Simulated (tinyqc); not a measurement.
# Worked calculation: planar ballistic transistor, top-of-the-barrier model

Program tinyqc, `OMP_NUM_THREADS=1 python tinyqc.py 2400140 2400141 out.jsonl`; Intel Xeon 2.30GHz, shared host, one thread, about 0.01 s. Printed values are rounded.

At the top of the source barrier, states moving towards the drain are filled by the source (Fermi level 0) and states moving back by the drain (Fermi level -q Vd); nothing scatters. U is the shift of the band edge there, set by the capacitances CG, CD and CS (the total) and by the charge. Parabolic two-dimensional band; the source is grounded.

Values chosen for this exercise; mass and valleys made up: temperature T = 200 K; effective mass m = 0.0445 m0; valley degeneracy gv = 4; relative permittivity of the gate insulator eox = 16; insulator thickness tox = 2.7 nm; gate control CG/CS aG = 0.79; drain control CD/CS aD = 0.115; band edge at the barrier top above the source Fermi level at zero bias E0 = 0.25 eV; gate voltage Vg = 0.7 V; drain voltage Vd = 0.1 V.

Constants: q = 1.602176634e-19 C, kB = 1.380649e-23 J/K, hbar = 1.054571817e-34 J s, m0 = 9.1093837015e-31 kg, Vt = kB T/q, eps0 = 8.8541878128e-14 F/cm where lengths are in cm. Results are converted to the units shown.

## Density of states, capacitances and charge at zero bias

N0 = gv m kB T/(pi hbar^2), CG = eps0 eox/tox, vT = sqrt(2 kB T/(pi m)), CS = CG/aG, n0 = n at U = 0 and Vd = 0. eta1 = -(E0 + U)/Vt, eta2 = eta1 - Vd/Vt, n = (N0/2)[F_0(eta1) + F_0(eta2)], F_0(x) = ln(1 + exp x). UL = -(aG Vg + aD Vd).

N0 = 1.28150e12 cm^-2
CG = 5.24693 uF/cm^2
CS = 6.64168 uF/cm^2
n0 = 6.42684e5 cm^-2
UL = -0.5645 eV

## Iteration 1: self-consistent potential at the barrier top

U at the start (U = UL) = -0.5645 eV

eta1 = -(E0 + U)/Vt, eta2 = eta1 - Vd/Vt, n = (N0/2)[F_0(eta1) + F_0(eta2)], F_0(x) = ln(1 + exp x). U(out) = UL + q (n - n0)/CS. U(new) = U + 0.5 (U(out) - U).

eta1 = 18.2481
eta2 = 12.4458
n = 1.96672e13 cm^-2
U(out) = -0.0900664 eV
U after iteration 1 = -0.327283 eV

## Iteration 2: self-consistent potential at the barrier top

As before.

eta1 = 4.48417
eta2 = -1.31809
n = 3.03240e12 cm^-2
U(out) = -0.491349 eV
U after iteration 2 = -0.409316 eV

## Course of the iteration: self-consistent potential at the barrier top

Stop when U changes by less than 1e-9 eV, or after 90 iterations.

Course of the iteration:
```
iteration     U (eV)  |change| (eV)
1          -0.327283          0.237
2          -0.409316         0.0820
3          -0.388624         0.0207
4          -0.396296        7.67e-3
5          -0.393524        2.77e-3
6          -0.394538        1.01e-3
7          -0.394169        3.70e-4
8          -0.394303        1.35e-4
9          -0.394254        4.92e-5
...              ...            ...
12         -0.394268        2.39e-6
13         -0.394267        8.72e-7
14         -0.394268        3.18e-7
15         -0.394267        1.16e-7
16         -0.394267        4.23e-8
17         -0.394267        1.54e-8
18         -0.394267        5.63e-9
19         -0.394267        2.06e-9
20         -0.394267       7.50e-10
```

Converged in 20 iterations. At the end each change is about 0.36 times the one before, with alternating sign: linear convergence.

## Current, mean velocity and share of the gate voltage

converged U = -0.394267 eV

N0 = gv m kB T/(pi hbar^2), CG = eps0 eox/tox, vT = sqrt(2 kB T/(pi m)), CS = CG/aG, n0 = n at U = 0 and Vd = 0. eta1 = -(E0 + U)/Vt, eta2 = eta1 - Vd/Vt, n = (N0/2)[F_0(eta1) + F_0(eta2)], F_0(x) = ln(1 + exp x). I = q (N0/2) vT [F_(1/2)(eta1) - F_(1/2)(eta2)] per width, F_(1/2)(x) = (2/sqrt(pi)) int_0^infinity u^(1/2)/(1 + exp(u - x)) du. Mean velocity I/(q n). CQ = (q/Vt) dn/d(eta1); the band edge follows the gate as -dU/dVg = aG/(1 + CQ/CS).

eta1 = 8.37077
n = 7.05684e12 cm^-2
I = 3168.67 uA/um
mean velocity = 2.80257e7 cm/s
CQ = 11.4877 uF/cm^2
-dU/dVg = 0.289415 eV/V

The carriers from the source are degenerate (eta1 = 8.37), and the mean velocity is 1.35 times vT = sqrt(2 kB T/(pi m)) = 2.08e7 cm/s. The drain fills a good part of the returning states, which lowers the mean.
